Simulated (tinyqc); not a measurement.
# From one set of inputs to another, one input at a time

Model: equilibrium crystal shape, supported particles, Gibbs-Thomson effect and coarsening. Computed by tinyqc, a small Python program. Command: `OMP_NUM_THREADS=1 python tinyqc.py 3003873 3003874 out.jsonl wulff ladder`. One thread of a shared host (Intel(R) Xeon(R) Processor @ 2.30GHz), about 0.09 s of CPU time with the checks.

A cubic crystal bounded by {100}, {110} and {111} facets only.

The inputs printed are set A. Set A is modelled on aluminium; the values taken over come from a set modelled on nickel. Inputs not listed in the table keep their values of set A, so the rows need not describe a real material.

Inputs (values chosen for the exercise, modelled on aluminium):
```
quantity,value,unit
atomic volume Omega,16.61,angstrom^3
atoms in the particle N,17000,-
temperature T,775,K
precipitate interface energy gamma_i,0.12,J/m^2
solubility x_inf at a flat interface,0.00019,-
diffusivity D,9.8e-19,m^2/s
mean radius at the start r0,7,nm
time t,96000,s
```

Surface energies: given.

surface energies gamma(100), gamma(110), gamma(111) (J/m^2): [0.984, 1.06, 0.86]

Constants: e = 1.602176634e-19 C; k_B = 8.617333262e-05 eV/K; k_B = 1.380649e-23 J/K.

Method:
- The energies and Omega are given.
- Wulff construction: the facet planes lie at distances lambda gamma from the centre, and the shape is the region inside all of them; V = (1/3) sum of area x distance. gamma_mean = sum A gamma / sum A; shape factor eta = A/V^(2/3) (4.836 for a sphere). lambda follows from V = N Omega.
- For the Wulff shape mu - mu(bulk) = 2 Omega gamma/h, with gamma and h = lambda gamma the energy and distance of any one facet plane, here (111); the vapour pressure rises by exp[(mu - mu(bulk))/(k_B T)].
- Spherical precipitates of nearly pure solute with atomic volume Omega: x(r) = x_inf exp(l/r), l = 2 gamma_i Omega/(k_B T). Diffusion-limited coarsening at small volume fraction (Lifshitz-Slyozov-Wagner): r^3 = r0^3 + K t, K = (4/9) D x_inf l; the number density falls as (r0/r)^3. The steady size distribution is assumed from the start, and D and x_inf are inputs that do not follow T.

Each row keeps all changes above it:
```
input moved,from,to,mu - mu(bulk) (meV),mean radius at t (nm),number density over its start
set A,-,-,49.704,7.020,9.9144e-01
mean radius at the start r0 (nm),7,1.7,49.704,1.989,6.2405e-01
diffusivity D (m^2/s),9.8e-19,7.1e-15,49.704,27.784,2.2906e-04
temperature T (K),775,550,49.704,31.148,1.6257e-04
atoms in the particle N,17000,21000,46.324,31.148,1.6257e-04
precipitate interface energy gamma_i (J/m^2),0.12,0.35,46.324,44.502,5.5744e-05
solubility x_inf at a flat interface,0.00019,0.00031,46.324,52.390,3.4167e-05
atomic volume Omega (angstrom^3),16.61,10.94,35.067,45.583,5.1874e-05
```

Where does the difference come from?

mu - mu(bulk) goes from 49.7 to 35.1, a factor 0.706 in all. The largest single move comes from atomic volume Omega (a factor 0.757). Mean radius at t goes from 7.02 to 45.6, a factor 6.49 in all. The largest single move comes from diffusivity D (a factor 14.0), and mean radius at the start r0 works against it (a factor 0.283). Number density over its start goes from 0.991 to 5.19e-5, a factor 5.23e-5 in all. The largest single move comes from diffusivity D (a factor 3.67e-4). The single moves hold for this order of the switches; the total does not depend on the order.

Caution (rows temperature T, atoms in the particle N, precipitate interface energy gamma_i, solubility x_inf at a flat interface, atomic volume Omega): l is not small against r0, so the linearised Gibbs-Thomson law behind the coarsening rate is rough.

Extremes, crossings and ranges named in words are read from the listed rows.
